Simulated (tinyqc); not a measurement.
# Free and trapped electrons in a MOS channel with a dense trap tail: effect of the temperature

p-type body, charge-sheet picture, full ionisation (an idealisation for deep acceptors), Boltzmann statistics for free electrons. e = Ec - EF at the surface. Acceptor-like traps of density D(E) = D0 + De exp(-E/Ew) at depth E below Ec, from 0 to Eu, hold n_t = integral of D(E)/(1 + exp((e - E)/Vt)). psi = Eg - Vt ln(Nv/Na) - e; N_dep = sqrt(2 eps0 eps_r Na (psi - Vt)/q); n_f = sqrt(N_dep^2 + 2 eps0 eps_r Vt Nc exp(-e/Vt)/q) - N_dep; Vg = Vfb + psi + q (N_dep + n_t + n_f)/Cox, Cox = eps0 eox/tox.

Nc and Nv are given at 300 K and scale as (T/300 K)^1.5; Eg, Vfb and mf are held fixed. VT is the Vg for n_f = 1e11 cm^-2; swing ln 10 n_f/(dn_f/dVg) at n_f = 1e8 cm^-2; the last three columns are for Vg = VT + 5.6 V, with free share n_f/(n_f + n_t) and field-effect mobility mf q (dn_f/dVg)/Cox; there EF is near the band edge, where Boltzmann statistics are rough.

Parameters, values chosen for the exercise; band and dielectric values close to those of 4H silicon carbide:

| symbol | value | unit | meaning |
|---|---|---|---|
| Eg | 3.32 | eV | band gap |
| eps_r | 9.8 |  | relative permittivity |
| Nc | 1.71e19 | cm^-3 | conduction-band density of states at the reference temperature |
| Nv | 2.46e19 | cm^-3 | valence-band density of states at the reference temperature |
| eox | 3.9 |  | relative permittivity of the insulator |
| tox | 70 | nm | insulator thickness |
| Na | 4.4e15 | cm^-3 | acceptor density |
| Vfb | -2.26 | V | flat-band voltage without trapped charge |
| D0 | 1.8e11 | cm^-2 eV^-1 | constant background density of acceptor-like traps |
| De | 1e13 | cm^-2 eV^-1 | density of the tail at the conduction edge |
| Ew | 0.14 | eV | decay energy of the tail |
| Eu | 0.77 | eV | depth below Ec down to which the traps reach |
| mf | 170 | cm^2/(V s) | mobility of free electrons |

Constants: q = 1.602176634e-19 C, kB = 1.380649e-23 J/K, Vt = kB T/q, eps0 = 8.8541878128e-14 F/cm where lengths are in cm. Results are converted to the units shown.

Result of one run:
columns A: e at VT (eV); B: VT (V); C: q n_t/Cox at VT (V); D: swing (mV/decade); E: n_f (cm^-2); F: free share (%); G: field-effect mobility (cm^2/(V s))
```
A           B      C      D         E      F      G
0.2308  3.216  1.314  265.0  1.239e12  56.99  131.6
```

Which temperature T gave this result: 300, 400, 500 or 550 K?

T = 500 K.

The whole series:
columns A: T (K); B: e at VT (eV); C: VT (V); D: q n_t/Cox at VT (V); E: swing (mV/decade); F: n_f (cm^-2); G: free share (%); H: field-effect mobility (cm^2/(V s))
```
A          B      C      D      E         F      G      H
200  0.05160  6.041  3.595  456.9  1.442e12  49.59  159.1
250  0.07674  5.461  3.097  418.2  1.351e12  49.13  151.5
300   0.1042  4.918  2.639  373.3  1.290e12  49.56  144.5
350   0.1335  4.421  2.232  332.4  1.255e12  50.74  139.1
400   0.1645  3.974  1.877  300.3  1.238e12  52.48  135.4
450   0.1970  3.573  1.573  278.0  1.234e12  54.61  133.0
500   0.2308  3.216  1.314  265.0  1.239e12  56.99  131.6
550   0.2659  2.896  1.096  258.4  1.250e12  59.53  131.0
```

As T goes from 200 to 550, VT falls from 6.04 to 2.90 V, its part due to traps falls from 3.59 to 1.10 V, the swing falls from 457 to 258 mV/decade and the field-effect mobility falls from 159 to 131 cm^2/(V s). On heating the same n_f is reached with EF deeper in the gap, where fewer tail states are filled.

Numbers from tinyqc (`OMP_NUM_THREADS=1 python tinyqc.py 2222006 2222007 out.jsonl`; about 0.02 s on one thread of a shared Intel Xeon 2.30GHz).
